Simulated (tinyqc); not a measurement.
Changing the trap density N_t: space-charge-limited current through a thin insulating or semi-insulating film with traps. Computed by tinyqc, a small Python program. Command: `OMP_NUM_THREADS=1 python tinyqc.py 3002243 3002244 out.jsonl sclc sweep`. One thread of a shared host (Intel(R) Xeon(R) Processor @ 2.30GHz), about 0.01 s of CPU time with the checks.

One ohmic injecting contact at x = 0 (field zero), drift only, non-degenerate free carriers.

Inputs (values chosen for the exercise, modelled on an amorphous oxide semiconductor): permittivity eps = 10; band mobility mu = 13 cm^2/(V s); effective density of states N_c = 5.5e+18 1/cm^3; equilibrium Fermi level below the band edge, E_0 = 0.68 eV; thickness d = 1300 nm; free density at the anode, in units of N_c = 2.4e-09; temperature T = 300 K; trap level E_t below the band edge = 0.27 eV.

Traps: single level.

Constants: k_B = 8.617333262e-05 eV/K; e = 1.602176634e-19 C; eps_0 = 8.8541878128e-12 F/m.

Method:
- Free density n_0 = N_c exp(-E_0/k_B T) in equilibrium; trapped density n_t(n) = N_t/(1 + n_1/n), n_1 = N_c exp(-E_t/k_B T).
- theta = n/(n + n_t) at the anode density; trap-filled-limit voltage V_TFL = e (N_t - n_t(n_0)) d^2/(2 eps eps_0).
- J = e mu n F and (eps eps_0/e) dF/dx = n - n_0 + n_t(n) - n_t(n_0) = rho(n). With F = J/(e mu n): d = (eps eps_0 J/(e^2 mu)) I_1 and V = (eps eps_0 J^2/(e^3 mu^2)) I_2, I_k = int_(n_L)^infinity dn/(n^(k+1) rho(n)), n_L the density at the anode; with u = n_L/n, 200 Gauss-Legendre points in t, u = 1 - (1 - t)^2.
- Anode field J/(e mu n_L); Mott-Gurney current (9/8) eps eps_0 mu V^2/d^3; ohmic current e n_0 mu V/d.

One run for each value:
```
trap density N_t (1/cm^3)  voltage V (V)  current density J (A/cm^2)       theta   V_TFL (V)
5.60e+13                      7.2570e-05                  2.3019e-08  7.4095e-01  8.5626e-02
1.50e+14                      1.0412e-04                  3.3027e-08  5.1640e-01  2.2936e-01
4.10e+14                      1.9140e-04                  6.0711e-08  2.8092e-01  6.2691e-01
1.10e+15                      4.2301e-04                  1.3418e-07  1.2711e-01  1.6819e+00
3.10e+15                      1.0943e-03                  3.4713e-07  4.9131e-02  4.7400e+00
8.30e+15                      2.8398e-03                  9.0080e-07  1.8933e-02  1.2691e+01
2.30e+16                      7.7742e-03                  2.4660e-06  6.9160e-03  3.5168e+01
6.20e+16                      2.0865e-02                  6.6185e-06  2.5768e-03  9.4800e+01
1.70e+17                      5.7117e-02                  1.8118e-05  9.4133e-04  2.5994e+02
```

Describe and explain the trends.

Over the rows, voltage V (V) rises from 7.26e-5 to 0.0571 (exponent d ln y / d ln x 0.37 between the first rows and 1.00 between the last); current density J (A/cm^2) rises from 2.30e-8 to 1.81e-5 (exponent d ln y / d ln x 0.37 between the first rows and 1.00 between the last); theta falls from 0.741 to 9.41e-4 (exponent d ln y / d ln x -0.37 between the first rows and -1.00 between the last). The exponent of V_TFL stays at 1: the charge of the filled traps.

Caution (all rows): V is below 10 k_B T/e, where diffusion from the contact, left out here, dominates.
